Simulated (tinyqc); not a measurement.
# Input admittance of a MOSFET at zero drain bias: distributed channel and distributed gate: effects of single changes

Source and drain grounded, strong inversion, w = 2 pi f, Cox = eps0 eox/tox. The channel is an RC line of resistance 1/(mu Cox Vo) per square fed from both ends, so one finger has the intrinsic admittance y = i w Cox L tanh(g)/g per width, g = (1/2) sqrt(i w tau), tau = L^2/(mu Vo). The vertical resistance rv/L is in series with y, the overlaps 2 i w Cov in parallel: y_t = 1/(1/y + rv/L) + 2 i w Cov. The gate strip is a line of Rsh/L per length loaded by y_t, so a finger has Y = y_t Wf tanh(k)/k, k = (Wf/sd) sqrt(y_t Rsh/L); the device has Nf Y.

Parameters, values chosen for the exercise; values of the order met in silicon radio-frequency transistors:
- eox = 3.9 (relative permittivity of the gate insulator (close to silicon dioxide))
- tox = 3.6 nm (insulator thickness)
- L = 0.13 um (channel length)
- Wf = 5.5 um (finger width)
- Nf = 4 (number of fingers)
- mu = 320 cm^2/(V s) (channel mobility)
- Vo = 0.3 V (gate overdrive)
- Rsh = 3.6 ohm/square (sheet resistance of the gate)
- rv = 0 ohm um^2 (vertical resistivity of the gate stack)
- sd = 1 (number of ends at which a finger is contacted)
- Cov = 0.32 fF/um (overlap and fringe capacitance on each side)
- f = 44 GHz (frequency)

Constants: eps0 = 8.8541878128e-14 F/cm where lengths are in cm. Results are converted to the units shown.

Each table varies one quantity; the others keep the values above.

## Input impedance against frequency

Low-frequency limits, with c = Cox L and ct = c + 2 Cov: R_strip = Rsh Wf/(3 sd^2 L Nf), R_ch = (c/ct)^2 L/(12 mu Cox Vo Wf Nf), R_vert = (c/ct)^2 rv/(L Wf Nf), C = ct Wf Nf. Z = 1/(Nf Y) = R + 1/(i w C), Q = |Im Z|/R, far-point signal |1/cosh k|.

The same in every row: low-frequency R (ohm) = 15.028.

Input impedance against frequency:

| f (GHz) | w tau | \|k\| | R (ohm) | C (fF) | Q | signal at the far point |
|---|---|---|---|---|---|---|
| 0.4 | 0.0044244 | 0.063030 | 15.028 | 41.513 | 637.80 | 1.0000 |
| 1 | 0.011061 | 0.099658 | 15.028 | 41.513 | 255.12 | 0.99999 |
| 2 | 0.022122 | 0.14094 | 15.028 | 41.513 | 127.56 | 0.99996 |
| 5 | 0.055305 | 0.22284 | 15.027 | 41.511 | 51.028 | 0.99972 |
| 10 | 0.11061 | 0.31514 | 15.026 | 41.503 | 25.521 | 0.99888 |
| 30 | 0.33183 | 0.54573 | 15.015 | 41.420 | 8.5300 | 0.99003 |
| 60 | 0.66366 | 0.77127 | 14.979 | 41.147 | 4.3038 | 0.96179 |
| 100 | 1.1061 | 0.99417 | 14.895 | 40.526 | 2.6366 | 0.90332 |
| 300 | 3.3183 | 1.6910 | 14.061 | 35.001 | 1.0780 | 0.57162 |

What does the comparison show?

R falls from 15.0 to 14.1 ohm and C falls from 41.5 to 35.0 fF. Q goes as f^(-1.00) between the first two rows and f^(-0.81) between the last two, where w tau = 3.32 and |k| = 1.69. The low-frequency limits hold both R and C within 5 % up to f = 100 GHz among the rows.

## Effect of the gate overdrive

Same model as above.

Effect of the gate overdrive:

| Vo (V) | w tau | \|k\| | R (ohm) | low-frequency R (ohm) | C (fF) | Q | signal at the far point |
|---|---|---|---|---|---|---|---|
| 0.2 | 0.7300 | 0.6604 | 16.16 | 16.20 | 41.29 | 5.421 | 0.9762 |
| 0.35 | 0.4172 | 0.6608 | 14.67 | 14.69 | 41.32 | 5.967 | 0.9797 |
| 0.5 | 0.2920 | 0.6609 | 14.07 | 14.09 | 41.33 | 6.219 | 0.9811 |
| 0.65 | 0.2246 | 0.6610 | 13.75 | 13.77 | 41.33 | 6.364 | 0.9819 |
| 0.8 | 0.1825 | 0.6610 | 13.55 | 13.57 | 41.33 | 6.459 | 0.9824 |
| 0.95 | 0.1537 | 0.6610 | 13.41 | 13.43 | 41.34 | 6.525 | 0.9827 |
| 1.1 | 0.1327 | 0.6610 | 13.31 | 13.33 | 41.34 | 6.574 | 0.9829 |
| 1.25 | 0.1168 | 0.6610 | 13.24 | 13.25 | 41.34 | 6.612 | 0.9831 |

As Vo goes from 0.2 to 1.25, R falls from 16.2 to 13.2 ohm, C stays near 41.3 fF and Q rises from 5.42 to 6.61. Only the channel term depends on Vo.

Computed by the program tinyqc: `OMP_NUM_THREADS=1 python tinyqc.py 2262197 2262198 out.jsonl`, one thread of a shared Intel Xeon 2.30GHz, about 0.01 s for the whole run.
